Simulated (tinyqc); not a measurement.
Mesh against width: smearing for a one-band metal on the bcc lattice.

Lattice vectors (units of a): a1 = (-1/2, 1/2, 1/2), a2 = (1/2, -1/2, 1/2), a3 = (1/2, 1/2, -1/2). E(k) = -t A_1(k) - t2 A_2(k), A_m the sum of cos(k . R) over the 8 nearest and 6 second lattice vectors. Mesh k = sum (j_i/N) b_i, j_i = 0 .. N-1.

With x = (E_k - mu)/sigma: Gaussian f = erfc(x)/2, s = exp(-x^2)/(2 sqrt(pi)); Methfessel-Paxton (first order) f = erfc(x)/2 - x exp(-x^2)/(2 sqrt(pi)), s = (1 - 2 x^2) exp(-x^2)/(4 sqrt(pi)). With weights w = points/N^d (d the dimension), mu solves 2 sum w f = ne; E = 2 sum w f E_k, S = 2 sum w s, F = E - sigma S.

Parameters, chosen for this exercise:
- t = 0.31 eV (nearest hopping)
- t2 = 0.08 eV (second hopping)
- ne = 0.54 (electrons per cell)

Gaussian smearing, (E + F)/2. The reference is F of first-order Methfessel-Paxton smearing with sigma = 0.05 t on the mesh N = 40; it moves by 0.07 meV on the mesh N = 50; in three dimensions such meshes can agree by chance and the reference may be off by about 1 meV, so smaller errors are not resolved.

Errors (meV per cell):
```
N   sigma = 0.05 t  sigma = 0.15 t  sigma = 0.4 t
4             4.19            3.50           1.88
6            -4.46           -5.02          -6.47
8            -5.91           -6.08          -6.45
12           -0.69           -0.89          -0.92
16            0.17            0.16          -0.09
24           -0.03           -0.08          -0.04
```

reference = -0.64344 eV

What does the comparison show, and why?

First N from which the value stays within 2 meV of its last entry (which need not be the best one): 12 for sigma = 0.05 t, 12 for sigma = 0.15 t, 12 for sigma = 0.4 t. At the last mesh the errors are -0.03, -0.08 and -0.04 meV. By this 2 meV bar the wider smearing does not converge sooner. The smallest error belongs to 0.05 t on 4, 0.15 t on 0, 0.4 t on 2 of the 6 meshes.

Program tinyqc; command `OMP_NUM_THREADS=1 python tinyqc.py 1651482 1651483 out.jsonl`; about 0.3 s on one thread of a shared Intel(R) Xeon(R) Processor @ 2.30GHz.
